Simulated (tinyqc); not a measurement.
Coupled-perturbed Hartree-Fock on RHF in the 6-31g basis, for H3+, spin multiplicity 1, step by step. One step of it, computed by the program tinyqc.

Question. Coupled step 1. U_ai = -(mu_ai + sum_bj [4 (ai|bj) - (ab|ij) - (aj|bi)] U_bj) / (e_a - e_i); alpha = -4 sum U_ai mu_ai.

uncoupled U:
```
          i1
a2  0.000000
a3  1.554522
a4  0.000000
a5  0.000000
a6  0.025724
```

dipole integrals <a|z|i> (bohr):
```
           i1
a2   0.000000
a3  -1.160511
a4   0.000000
a5   0.000000
a6  -0.042661
```

orbital energies (hartree): MO1 -1.000046, MO2 -0.253609, MO3 -0.253507, MO4 0.594963, MO5 0.658289, MO6 0.658399

Two-electron integrals over orbitals (pq|rs), unique and non-zero (hartree):
```
(11|11) 0.530763    (21|11) -0.000028   (21|21) 0.106758    (22|11) 0.440747
(22|21) 0.056968    (22|22) 0.437976    (31|31) 0.106744    (32|31) -0.056952
(32|32) 0.042236    (33|11) 0.440741    (33|21) -0.056968   (33|22) 0.353447
(33|33) 0.437934    (41|11) 0.100364    (41|21) -0.000028   (41|22) 0.064623
(41|33) 0.064633    (41|41) 0.059184    (42|11) -0.000045   (42|21) 0.018624
(42|22) 0.011486    (42|33) -0.011531   (42|41) -0.000036   (42|42) 0.034607
(43|31) 0.018623    (43|32) -0.011508   (43|43) 0.034631    (44|11) 0.437789
(44|21) -0.000078   (44|22) 0.382234    (44|33) 0.382295    (44|41) 0.070550
(44|42) -0.000043   (44|44) 0.390472    (51|11) -0.000011   (51|21) -0.063549
(51|22) -0.037069   (51|33) 0.037026    (51|41) 0.000012    (51|42) -0.041694
(51|44) 0.000029    (51|51) 0.070125    (52|11) -0.121600   (52|21) -0.039055
(52|22) -0.098042   (52|33) -0.061867   (52|41) -0.061025   (52|42) -0.023078
(52|44) -0.086829   (52|51) 0.039454    (52|52) 0.095763    (53|31) 0.039025
(53|32) -0.018058   (53|43) 0.023081    (53|53) 0.027323    (54|11) 0.000028
(54|21) -0.102049   (54|22) -0.056570   (54|33) 0.056569    (54|41) 0.000033
(54|42) -0.026265   (54|44) 0.000083    (54|51) 0.071777    (54|52) 0.043603
(54|54) 0.114039    (55|11) 0.474841    (55|21) 0.073297    (55|22) 0.454822
(55|33) 0.363854    (55|41) 0.097987    (55|42) 0.028718    (55|44) 0.414238
(55|51) -0.061450   (55|52) -0.145388   (55|54) -0.082725   (55|55) 0.522297
(61|31) -0.063557   (61|32) 0.037051    (61|43) -0.041711   (61|53) -0.039404
(61|61) 0.070147    (62|31) 0.039053    (62|32) -0.018075   (62|43) 0.023096
(62|53) 0.025732    (62|61) -0.039431   (62|62) 0.027354    (63|11) -0.121612
(63|21) 0.039057    (63|22) -0.061880   (63|33) -0.098016   (63|41) -0.061054
(63|42) 0.023109    (63|44) -0.086883   (63|51) -0.039406   (63|52) 0.042635
(63|54) -0.043602   (63|55) -0.078952   (63|63) 0.095740    (64|31) -0.102084
(64|32) 0.056584    (64|43) -0.026291   (64|53) -0.043592   (64|61) 0.071832
(64|62) -0.043623   (64|64) 0.114139    (65|31) -0.073189   (65|32) 0.045400
(65|43) -0.028730   (65|53) -0.033142   (65|61) 0.061357    (65|62) -0.033168
(65|64) 0.082651    (65|65) 0.066748    (66|11) 0.474902    (66|21) -0.073254
(66|22) 0.363925    (66|33) 0.454779    (66|41) 0.098048    (66|42) -0.028775
(66|44) 0.414375    (66|51) 0.061358    (66|52) -0.078985   (66|54) 0.082675
(66|55) 0.388518    (66|63) -0.145367   (66|66) 0.522260
```

Give: U after step 1; polarisability.

Answer.

U after step 1:
```
        i1
a2  0.0000
a3  1.8078
a4  0.0000
a5  0.0000
a6  0.0946
```

polarisability = 8.4082 bohr^3
